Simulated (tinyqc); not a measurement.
Inside a calculation. Model: adsorption as a lattice gas: isotherms with interactions, competition, desorption peaks and saturation dose. Computed by tinyqc, a small Python program that keeps every step. Command: `OMP_NUM_THREADS=1 python tinyqc.py 3028421 3028422 out.jsonl adsorb walk`. One thread of a shared host (Intel(R) Xeon(R) Processor @ 2.30GHz), about 0.2 s of CPU time with the checks. Intermediate numbers are printed to about 6 digits and carried at full precision; extremes and crossings named in words are read from the listed rows.

One adsorbate per site; a molecule needs 1 empty site. Gas and surface have the same temperature.

Inputs (values chosen for the exercise, for a model surface):
```
quantity,value,unit
desorption energy E,1.53,eV
prefactor nu,9.3e+14,1/s
pair energy w (positive repels),0.068,eV
neighbours z,3,-
site density N_s,12,1/nm^2
molecular mass M,72.3,u
sticking coefficient s0,0.026,-
temperature T,674,K
pressure p,67,Pa
"blocking by a second gas, K_B p_B",13,-
heating rate beta,2.4,K/s
aspect ratio a (depth over diameter) of a hole,10,-
```

Adsorption: molecular (first order).

Constants: u = 1.6605390666e-27 kg; k_B = 1.380649e-23 J/K; k_B = 8.617333262e-05 eV/K.

## Flux and the Langmuir coverage

Flux F = p/sqrt(2 pi M k_B T); k_d = nu exp(-E/(k_B T)); s0 F (1 - theta) = N_s k_d theta, so y = s0 F/(N_s k_d), theta = y/(1 + y). With a second gas on the same sites theta = y/(1 + y + K_B p_B).

flux F = 799686 1/(nm^2 s)

k_d = 3373.16 1/s

y = 0.513659

Langmuir coverage = 0.339349

coverage with the second gas = 0.0353914

## Coverage with interactions

With u = w/(k_B T). Mean field: theta/(1 - theta) = y exp(-z u theta). Quasi-chemical: theta/(1 - theta) = y [(r - 1 + 2 theta)(1 - theta)/((r + 1 - 2 theta) theta)]^(-z/2) exp(-z u/2), r = sqrt(1 - 4 theta (1 - theta)(1 - exp(-u))).

u = 1.17078

coverage, mean field = 0.201810

coverage, quasi-chemical = 0.222088

Repulsion lowers the coverage from 0.3393. Both theories put half coverage at ln y = z u/2 = 1.756; here ln y = -0.666.

## Isotherms

The formulas are those given above.

Coverage; the first column is ln y - z u/2:
```
ln y - z u/2,no interaction,mean field,quasi-chemical
-5.0,0.037549,0.033519,0.034931
-3.0,0.223771,0.146842,0.161965
-2.0,0.439344,0.247371,0.269578
-1.0,0.680522,0.368568,0.385411
-0.5,0.778367,0.433652,0.442927
0.0,0.852730,0.500000,0.500000
0.5,0.905182,0.566348,0.557073
1.0,0.940261,0.631432,0.614589
2.0,0.977161,0.752629,0.730422
3.0,0.991475,0.853158,0.838035
5.0,0.998838,0.966481,0.965069
```

At half coverage the slope d theta/d ln y is 1/4 without interaction, 1/(4 + z u) = 0.133 in mean field and 0.114 in the pair theory, 1/[4 + 2 z (exp(u/2) - 1)]. Repulsion spreads the filling over a wider range of pressure; the two theories differ by at most 0.022 in these rows.

## Desorption peak without interaction

The peak obeys E/(k_B T_p^2) = (nu/beta) exp(-E/(k_B T_p)) exactly. Redhead's shortcut, with the constant 3.46 (3.64 is also in use), reads E back as k_B T_p [ln(nu' T_p/beta) - 3.46], nu' = nu.

peak temperature T_p = 490.505 K

E by Redhead's shortcut = 1.53545 eV

The shortcut misses by +0.36 %, since 3.46 stands for ln(E/(k_B T_p)) = 3.59. A prefactor wrong by a factor 100 would shift E by 0.195 eV.

## Peak against initial coverage

Heating at the rate beta: d theta/dT = -(nu/beta) theta^1 exp(-[E - z w theta]/(k_B T)). Integrated numerically (relative tolerance 1e-9); T_p is the maximum of the rate.

Peak temperatures (K):
```
theta_0,w = 0,with w
0.1,490.505,485.601
0.3,490.505,475.543
0.5,490.505,465.129
0.7,490.505,454.362
0.9,490.505,443.261
```

Without interaction the peak does not move; with w it moves by -42.3 K, so repulsion in first order mimics second-order kinetics.

## Dose to saturate, flat and in a hole

Without desorption or interaction, 99 % coverage needs the time (N_s/(s0 F)) ln 100. For a round hole of aspect ratio a in molecular flow with unit sticking (Gordon), the time is N_s/F x [1 + (19/4) a + (3/2) a^2]. The larger of the two times is a rough guide.

time on a flat surface = 0.00265787 s

time for the hole = 0.00297867 s

Transport and reaction are comparable. Caution: with k_d = nu exp(-E/(k_B T)) of these inputs desorption is not negligible over the time on a flat surface, so without interaction 99 % coverage is not reached.

Checks made by the program: quasi-chemical form at low coverage and at the symmetry point (relative difference 1e-07); T_p against the integrated rate equation (relative difference 8e-09).
